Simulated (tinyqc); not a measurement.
What moves the results: propagation of a band-gap error through k.p and effective-mass formulas. A value that a table varies takes the place of the one given here.

Chain, for a gap E (the reference Eg or another value), with Ep and Dso kept: 1/me = 1 + Ep (E + 2 Dso/3)/(E (E + Dso)); g* = 2 - 2 Ep Dso/(3 E (E + Dso)); g1(E) = g1 + (Ep/3)(1/E - 1/Eg), g2(E) = g2 + (Ep/6)(1/E - 1/Eg), light hole 1/(g1 + 2 g2), heavy hole 1/(g1 - 2 g2) along [100]; optical constant ei(E) = 1 + (ei - 1)(EP/(EP + E - Eg))^2, static e0(E) = ei(E) + e0 - ei.

Donor: R = Ry me/e0^2, a_B = a0 e0/me, Mott density (0.26/a_B)^3. Nc, Nv = 2 (m kT/(4 pi c))^(3/2), c = hbar^2/2m0, ni = sqrt(Nc Nv) exp(-E/2kT). Exciton: Ry mu/e0^2 with 1/mu = 1/me + g1(E). 1 angstrom^-3 = 1e24 cm^-3.

Constants: Ry = 13.60569312 eV; a0 (Bohr radius) = 0.5291772105 angstrom; kB = 8.617333262e-05 eV/K; hbar^2/2m0 = 3.80998211 eV angstrom^2.

Parameters, chosen for this exercise (reference values near those of GaAs, gap at low temperature; the results hold for these values, not for the real material): Eg = 1.525 eV (gap at Gamma to the s-like level); Dso = 0.338 eV (spin-orbit splitting); Ep = 25.9 eV (Kane energy); g1 = 7.01 (Luttinger gamma1); g2 = 2.07 (gamma2); e0 = 12.74 (static dielectric constant); ei = 10.97 (optical dielectric constant); EP = 5.15 eV (mean (Penn) gap); mh = 0.35 m0 (density-of-states mass of the holes); T = 400 K (temperature); Eg2 = 2.531 eV (a wrong gap, of the size a hybrid with far too much exact exchange can give).

## The size of the error

E = f Eg; ratios against f = 1.

Results:
```
f     E (eV)  me ratio  light-hole ratio  e0 ratio  donor ratio  Mott ratio       g*  log10 ni ratio
0.25   0.381     0.291             0.247     1.511        0.127     0.00714  -19.283            6.80
0.40   0.610     0.441             0.396     1.375        0.234      0.0331   -8.092            5.50
0.60   0.915     0.634             0.596     1.224        0.423       0.139   -3.090            3.69
0.80   1.220     0.819             0.798     1.102        0.675       0.411   -1.070            1.86
1.00   1.525     1.000             1.000     1.000        1.000        1.00   -0.054            0.00
1.20   1.830     1.176             1.204     0.915        1.405        2.12    0.529           -1.87
1.50   2.288     1.433             1.512     0.811        2.177        5.51    1.028           -4.69
2.00   3.050     1.841             2.031     0.683        3.944        19.6    1.435           -9.41
```

How do the results move?

Between f = 0.8 and 1.2 the mean powers d ln(ratio)/d ln f are 0.89 for me, 1.02 for the light hole, -0.46 for e0, 1.81 for the donor energy and 4.05 for the Mott density; ni moves by -0.61 decades per 0.1 eV, against -0.1 eV/(2 kT ln 10) = -0.63 from the exponential alone, the rest coming from Nc through me^(3/4). g* changes sign between f = 1.00 and 1.20; the place of this zero hangs on remote bands, which are left out.

## What each input does

All at E = Eg2. Each row changes one parameter from the base and keeps the others.

Results:
```
case            me (m0)  light hole (m0)    e0  donor (meV)  exciton (meV)  log10 ni
base             0.0923           0.1504  9.75       13.220          9.184     2.524
Eg2 = 2.733 eV   0.0987           0.1627  9.31       15.493         10.721     1.274
Dso = 0.311 eV   0.0921           0.1504  9.75       13.185          9.167     2.524
Ep = 23.828 eV   0.0996           0.1427  9.75       14.255          9.556     2.549
g1 = 6.449       0.0923           0.1642  9.75       13.220          9.527     2.524
EP = 5.562 eV    0.0923           0.1504  9.92       12.766          8.868     2.524
ei = 11.848      0.0923           0.1504  9.48       13.965          9.702     2.524
mh = 0.322 m0    0.0923           0.1504  9.75       13.220          9.184     2.497
T = 368 K        0.0923           0.1504  9.75       13.220          9.184     1.084
```

What can be read from the table?

The largest shifts from the base row, up to three for each result and ties (the steps differ in size, so this ranks the rows, not the parameters). me (m0): Ep +0.0072, Eg2 +0.0064, Dso -0.0002; unchanged at the printed digits by g1, EP, ei, mh and T. light hole (m0): g1 +0.0139, Eg2 +0.0123, Ep -0.0077; unchanged at the printed digits by Dso, EP, ei, mh and T. e0: Eg2 -0.44, ei -0.26, EP +0.17; unchanged at the printed digits by Dso, Ep, g1, mh and T. donor (meV): Eg2 +2.272, Ep +1.035, ei +0.745; unchanged at the printed digits by g1, mh and T. exciton (meV): Eg2 +1.537, ei +0.517, Ep +0.372; unchanged at the printed digits by mh and T. log10 ni: T -1.441, Eg2 -1.251, mh -0.027; unchanged at the printed digits by Dso, g1, EP and ei.

tinyqc: `OMP_NUM_THREADS=1 python tinyqc.py 1880975 1880976 out.jsonl`; about 0.01 s, one thread, shared Intel(R) Xeon(R) Processor @ 2.30GHz.
